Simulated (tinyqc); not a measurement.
# Thin-body transistor below threshold, two-dimensional Poisson equation on a small mesh, step by step

tinyqc, about 0.1 s, one thread, Intel Xeon 2.30GHz (shared host): `OMP_NUM_THREADS=1 python tinyqc.py 2480172 2480173 out.jsonl` Printed values are rounded.

A thin body on a thick buried insulator of low permittivity, taken as carrying no normal field at the bottom of the body (row 0). Mobile charge is neglected (subthreshold), the body is fully depleted, and potentials are counted from the intrinsic level; rows run upward to the gate, columns from source to drain.

Values chosen for this exercise; semiconductor permittivity close to that of In0.53Ga0.47As:

| symbol | value | unit | meaning |
|---|---|---|---|
| T | 300 | K | temperature |
| eps_r | 13.9 |  | relative permittivity of the semiconductor |
| eox | 22 |  | relative permittivity of the insulator |
| tb | 4 | nm | body thickness |
| tox | 3.4 | nm | insulator thickness |
| L | 17 | nm | channel length |
| Na | 2.4e18 | cm^-3 | acceptor density of the depleted body |
| Vbi | 0.56 | V | potential of the source |
| Vfb | 0 | V | gate offset |
| Vg | 0 | V | gate voltage |
| Vd | 0.05 | V | drain voltage |

Constants: q = 1.602176634e-19 C, kB = 1.380649e-23 J/K, Vt = kB T/q, eps0 = 8.8541878128e-14 F/cm where lengths are in cm. Results are converted to the units shown.

## Coefficients of the five-point equations

Mesh: rows i = 0..2 in the semiconductor (step hs = tb/2, row 2 on the interface), then 2 step(s) ho = tox/2 up to the gate row 4; columns j = 0..6 (step hy = L/6). Box integration, divided by eps0: up_i = eps hy/h of the interval above row i, dn_i = that of the interval below (0 for row 0), lat_i = (sum of eps h/2 over the intervals above and below)/hy, s_i = -q Na w_i hy/eps0 with w_i the semiconductor height of the box (hs/2 for row 0 and the interface row, hs between, 0 in the insulator). Each free node obeys (up + dn + 2 lat) psi = up psi(above) + dn psi(below) + lat [psi(left) + psi(right)] + s.

| row | up | dn | lat | s (V) |
|---|---|---|---|---|
| 0 | 19.6917 | 0 | 4.90588 | -0.123047 |
| 1 | 19.6917 | 19.6917 | 9.81176 | -0.246094 |
| 2 | 36.6667 | 19.6917 | 11.5059 | -0.123047 |
| 3 | 36.6667 | 36.6667 | 13.2 | 0 |

## Iteration 1: Gauss-Seidel sweep

psi at the start (fixed values on the edges, free nodes linear between source and drain columns) (V):

|  | j=0 | j=1 | j=2 | j=3 | j=4 | j=5 | j=6 |
|---|---|---|---|---|---|---|---|
| row 0 | 0.560000 | 0.568333 | 0.576667 | 0.585000 | 0.593333 | 0.601667 | 0.610000 |
| row 1 | 0.560000 | 0.568333 | 0.576667 | 0.585000 | 0.593333 | 0.601667 | 0.610000 |
| row 2 | 0.560000 | 0.568333 | 0.576667 | 0.585000 | 0.593333 | 0.601667 | 0.610000 |
| row 3 | 0.280000 | 0.284167 | 0.288333 | 0.292500 | 0.296667 | 0.300833 | 0.305000 |
| row 4 | 0.000000 | 0.000000 | 0.000000 | 0.000000 | 0.000000 | 0.000000 | 0.000000 |

Free nodes: rows 0..3, columns 1..5, taken row by row from row 0, left to right. t = (up psi(above) + dn psi(below) + lat [psi(left) + psi(right)] + s)/(up + dn + 2 lat), with the newest neighbours; psi(new) = t.

psi after iteration 1 (V):

|  | j=0 | j=1 | j=2 | j=3 | j=4 | j=5 | j=6 |
|---|---|---|---|---|---|---|---|
| row 0 | 0.560000 | 0.564163 | 0.571803 | 0.580021 | 0.588335 | 0.596665 | 0.610000 |
| row 1 | 0.560000 | 0.562771 | 0.569948 | 0.578050 | 0.586339 | 0.594664 | 0.610000 |
| row 2 | 0.560000 | 0.434126 | 0.420792 | 0.424003 | 0.429658 | 0.435675 | 0.610000 |
| row 3 | 0.280000 | 0.234826 | 0.224496 | 0.224861 | 0.227539 | 0.230658 | 0.305000 |
| row 4 | 0.000000 | 0.000000 | 0.000000 | 0.000000 | 0.000000 | 0.000000 | 0.000000 |

## Iteration 2: Gauss-Seidel sweep

As before.

psi after iteration 2 (V):

|  | j=0 | j=1 | j=2 | j=3 | j=4 | j=5 | j=6 |
|---|---|---|---|---|---|---|---|
| row 0 | 0.560000 | 0.559641 | 0.565739 | 0.573543 | 0.581758 | 0.590897 | 0.610000 |
| row 1 | 0.560000 | 0.515358 | 0.506867 | 0.510509 | 0.517127 | 0.525836 | 0.610000 |
| row 2 | 0.560000 | 0.376973 | 0.344027 | 0.341143 | 0.344477 | 0.373832 | 0.610000 |
| row 3 | 0.280000 | 0.205365 | 0.183422 | 0.179812 | 0.180973 | 0.201758 | 0.305000 |
| row 4 | 0.000000 | 0.000000 | 0.000000 | 0.000000 | 0.000000 | 0.000000 | 0.000000 |

## Course of the iteration: Gauss-Seidel sweep

Stop when the largest change of psi is below 1e-7 V, or after 400 iterations. Fixed values: gate row Vg - Vfb; column 0 at Vbi and the last column at Vbi + Vd in the semiconductor, each running linearly to Vg - Vfb across the insulator.

Course of the iteration:

| iteration | psi at row 0, j = 3 (V) | largest \|change\| of one entry (V) |
|---|---|---|
| 1 | 0.580021 | 0.166 |
| 2 | 0.573543 | 0.0852 |
| 3 | 0.519286 | 0.0698 |
| 4 | 0.455980 | 0.0663 |
| 5 | 0.396218 | 0.0598 |
| 6 | 0.345221 | 0.0510 |
| 7 | 0.303814 | 0.0414 |
| 8 | 0.270916 | 0.0329 |
| 9 | 0.245027 | 0.0259 |
| ... | ... | ... |
| 52 | 0.152208 | 6.31e-7 |
| 53 | 0.152208 | 4.93e-7 |
| 54 | 0.152208 | 3.85e-7 |
| 55 | 0.152207 | 3.01e-7 |
| 56 | 0.152207 | 2.35e-7 |
| 57 | 0.152207 | 1.83e-7 |
| 58 | 0.152207 | 1.43e-7 |
| 59 | 0.152207 | 1.12e-7 |
| 60 | 0.152206 | 8.74e-8 |

Converged in 60 iterations. At the end each change is about 0.78 times the one before: linear convergence.

## Barrier, swing and barrier lowering

converged psi (V):

|  | j=0 | j=1 | j=2 | j=3 | j=4 | j=5 | j=6 |
|---|---|---|---|---|---|---|---|
| row 0 | 0.560000 | 0.322909 | 0.189955 | 0.152206 | 0.201729 | 0.350522 | 0.610000 |
| row 1 | 0.560000 | 0.303214 | 0.172484 | 0.136713 | 0.183246 | 0.329195 | 0.610000 |
| row 2 | 0.560000 | 0.233206 | 0.120196 | 0.092706 | 0.127724 | 0.253171 | 0.610000 |
| row 3 | 0.280000 | 0.131880 | 0.068635 | 0.052814 | 0.072886 | 0.143092 | 0.305000 |
| row 4 | 0.000000 | 0.000000 | 0.000000 | 0.000000 | 0.000000 | 0.000000 | 0.000000 |

d psi/dVg on row 0: j=0 0.000000, j=1 0.382678, j=2 0.604672, j=3 0.673885, j=4 0.604672, j=5 0.382678, j=6 0.000000
d psi/dVd on row 0: j=0 0.00000, j=1 0.03253, j=2 0.07992, j=3 0.16306, j=4 0.31541, j=5 0.58479, j=6 1.00000

The barrier is read along row 0, the path farthest from the gate. Take the node j of lowest psi: barrier Vbi - psi_j; swing Vt ln 10/(d psi_j/dVg); DIBL = (d psi_j/dVd)/(d psi_j/dVg). The derivatives solve the same equations with s = 0 and a unit change of that voltage.

j = 3
barrier = 0.407794 V
swing = 88.3332 mV/decade
DIBL = 241.966 mV/V

A mesh of 12, 8 and 80 steps (semiconductor, insulator, channel) gives a barrier of 0.419 V, a swing of 86.2 mV a decade and a DIBL of 214 mV/V; the small mesh puts the barrier 2.6 % below that.
